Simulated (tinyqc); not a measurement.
Semiconducting tubes compared: carbon nanotube by zone folding.

Circumference C = n a1 + m a2, a = sqrt3 acc; d = a sqrt(n^2 + nm + m^2)/pi; tan(theta) = sqrt3 m/(2n + m); dR = gcd(2n + m, 2m + n); T = t1 a1 + t2 a2 with t1 = (2m + n)/dR, t2 = -(2n + m)/dR, |T| = sqrt3 pi d/dR; N = 2 (n^2 + nm + m^2)/dR hexagons a cell. On cutting line mu = 0 to N - 1 at x = k|T|/(2 pi) the phases are p1 = 2 pi (-t2 mu + m x)/N, p2 = 2 pi (t1 mu - n x)/N, and E = -/+ t |1 + exp(i p1) + exp(i p2)|.

Inputs chosen for the exercise (out of a larger set: near those used for carbon; not measured data): t = 2.99 eV (hopping); acc = 1.42 angstrom (bond length); tubes = ((8, 3), (10, 9), (10, 3), (16, 12), (6, 4), (10, 6), (9, 5)) (pairs (n, m)).

E11 and E22 are twice the two lowest band edges; the cone gives E11 d = 2 t acc and E22/E11 = 2.

Tubes:

| (n,m) | d (angstrom) | theta (deg) | (n - m) mod 3 | E11 (eV) | E22 (eV) | E11 d/(2 t acc) | E22/E11 |
|---|---|---|---|---|---|---|---|
| (8,3) | 7.71 | 15.3 | 2 | 1.1203 | 2.0785 | 1.017 | 1.855 |
| (10,9) | 12.89 | 28.3 | 1 | 0.6565 | 1.3114 | 0.996 | 1.998 |
| (10,3) | 9.23 | 12.7 | 1 | 0.8994 | 1.8946 | 0.978 | 2.106 |
| (16,12) | 19.05 | 25.3 | 1 | 0.4440 | 0.8937 | 0.996 | 2.013 |
| (6,4) | 6.83 | 23.4 | 2 | 1.2501 | 2.3693 | 1.005 | 1.895 |
| (10,6) | 10.96 | 21.8 | 1 | 0.7659 | 1.5610 | 0.989 | 2.038 |
| (9,5) | 9.62 | 20.6 | 1 | 0.8698 | 1.7824 | 0.985 | 2.049 |

E11 follows 1/d first. For mod 1 the scaled E11 lies below one (0.978 to 0.996) and E22/E11 on both sides of two (1.998 to 2.106). For mod 2 the scaled E11 lies above one (1.005 to 1.017) and E22/E11 below two (1.855 to 1.895). The largest departure of the scaled E11 is that of (10,3); warping acts as cos(3 theta)/d, most for thin tubes near zigzag. Below about 8 angstrom curvature, left out of zone folding, changes the gaps further.

(tinyqc, `OMP_NUM_THREADS=1 python tinyqc.py 1452391 1452392 out.jsonl`, Intel(R) Xeon(R) Processor @ 2.30GHz, 1 thread, shared host, about 0.01 s.)
